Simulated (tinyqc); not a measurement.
Band filling: full bands against the rectangular model: Slater-Koster d bands of an fcc metal.

Slater-Koster d bands. For a bond with direction cosines (l, m, n) the 5 x 5 block is dds Ps + ddp Pp + ddd (1 - Ps - Pp), the projectors on sigma, pi and delta states about the bond; for instance <xy|xy> = 3 l^2 m^2 dds + (l^2 + m^2 - 4 l^2 m^2) ddp + (n^2 + l^2 m^2) ddd, <xy|yz> = 3 l m^2 n dds + l n (1 - 4 m^2) ddp + l n (m^2 - 1) ddd and <3z2-r2|3z2-r2> = (n^2 - (l^2 + m^2)/2)^2 dds + 3 n^2 (l^2 + m^2) ddp + (3/4)(l^2 + m^2)^2 ddd. H(k) sums the blocks times cos(k.R) over the neighbours; the d level is the zero of energy; k in 2 pi/a.

Neighbours: twelve at (a/2)(1,1,0) and equivalents.

Mesh: k = f1 b1 + f2 b2 + f3 b3 with fractions (j + 1/2)/N, j = 0 to N - 1, and b = (-1,1,1), (1,-1,1), (1,1,-1) for fcc, (0,1,1), (1,0,1), (1,1,0) for bcc, unit vectors for simple cubic. The lowest Nd/10 of all levels are filled with two electrons each; the bond energy is their sum per atom.

Inputs chosen for the exercise (of the size met in Ni; not measured data):

| symbol | value | unit | meaning |
|---|---|---|---|
| dds | -0.415 | eV | dd sigma |
| ddp | 0.266 | eV | dd pi |
| ddd | -0.021 | eV | dd delta |
| N | 10 |  | mesh |

W = sqrt(12 mu2) with mu2 the mean square level on the mesh; rectangular model: Fermi level W (Nd/10 - 1/2), bond energy -W Nd (10 - Nd)/20. The Fermi level of the mesh is the highest filled level.

Per atom (eV):

| Nd | EF, bands | bond energy, bands | EF, rectangle | bond energy, rectangle |
|---|---|---|---|---|
| 1 | -1.165 | -1.484 | -1.204 | -1.355 |
| 2 | -0.895 | -2.505 | -0.903 | -2.408 |
| 3 | -0.636 | -3.252 | -0.602 | -3.161 |
| 5 | 0.055 | -3.782 | 0.000 | -3.763 |
| 6 | 0.419 | -3.537 | 0.301 | -3.612 |
| 7 | 0.650 | -2.996 | 0.602 | -3.161 |
| 8 | 0.926 | -2.198 | 0.903 | -2.408 |
| 9 | 1.109 | -1.177 | 1.204 | -1.355 |

Give the missing row, Nd = 4.

Computed row:
```
Nd  EF, bands  bond energy, bands  EF, rectangle  bond energy, rectangle
4      -0.217              -3.702         -0.301                  -3.612
```

W = 3.010 eV
full width on the mesh = 3.451 eV

The bond energy is deepest at Nd = 5 (-3.782 eV); the rectangle has its minimum at 5. The two differ most at Nd = 8, by 0.210 eV or 6 % of the deepest value: the second moment fixes the parabola, and higher moments the rest. At Nd = 3 and 7 the bands give -3.252 and -2.996 eV, a skew towards less than half filling.

tinyqc: `OMP_NUM_THREADS=1 python tinyqc.py 1481269 1481270 out.jsonl`; about 0.07 s, one thread, shared Intel(R) Xeon(R) Processor @ 2.30GHz.
